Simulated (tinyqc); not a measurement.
Stark shift: stepped quantum well by finite differences.

Finite differences on points z_i at the centres of cells of width h: H_ii = (c/h^2)(1/m_(i-1/2) + 1/m_(i+1/2)) + V_i, H_(i,i+1) = -(c/h^2)/m_(i+1/2), where m_(i+1/2) is the mean of the masses at the two points (the end values are repeated outwards), psi = 0 on the points beyond both ends, c = hbar^2/2m0. The field adds e F (z - z0) with z0 the middle of the structure; 1 kV/cm = 1e-5 eV/angstrom.

Constants: hbar^2/2m0 = 3.80998211 eV angstrom^2.

Values chosen for the exercise (out of a larger set: near those of a GaAs well in AlGaAs; not measured data): layers = ((92, 0.251, 0.0927), (46, 0, 0.0654), (92, 0.123, 0.0788), (92, 0.251, 0.0927)) (each layer: thickness in angstrom, band edge in eV, mass in m0); hf = 1.4375 angstrom (cell width of the fine grid); Fs = (0, 8.33, 16.7, 25, 33.3, 41.7, 50) kV/cm (fields).

Fine grid. Perturbation theory: dE1 = e F z_11 - beta (e F)^2 with beta = sum_j z_1j^2/(E_j - E_1) over the 13 next levels at zero field, z from z0.

Levels against field:
```
F (kV/cm)  E1 (eV)  E2 (eV)  dE1 (meV)  second order (meV)  <z - z0> (angstrom)  E2 - E1 (meV)
0           0.0704   0.1574       0.00                0.00                -39.4           87.0
8.33        0.0671   0.1593      -3.30               -3.31                -40.0           92.3
16.7        0.0637   0.1611      -6.68               -6.68                -40.6           97.4
25.0        0.0603   0.1627     -10.06              -10.08                -41.1          102.4
33.3        0.0569   0.1641     -13.50              -13.54                -41.6          107.2
50.0        0.0498   0.1662     -20.53              -20.65                -42.6          116.4
```

Give the missing row, F (kV/cm) = 41.7.

Computed row:
```
F (kV/cm)  E1 (eV)  E2 (eV)  dE1 (meV)  second order (meV)  <z - z0> (angstrom)  E2 - E1 (meV)
41.7        0.0533   0.1653     -17.01              -17.09                -42.1          111.9
```

z_11 = -39.36 angstrom
beta = 3875 angstrom^2/eV

The state sits -39.4 angstrom off the middle at zero field, so the shift starts linearly in F. At 50 kV/cm E1 has moved by -20.53 meV, where second order gives -20.65 meV; they differ by 0.6 % there. The electron moves by -3.2 angstrom, against the rise of the potential. E2 - E1 grows with the field; the ends are 87.0 and 116.4 meV.

Program tinyqc; command `OMP_NUM_THREADS=1 python tinyqc.py 1281480 1281481 out.jsonl`; about 0.02 s on one thread of a shared Intel(R) Xeon(R) Processor @ 2.30GHz.
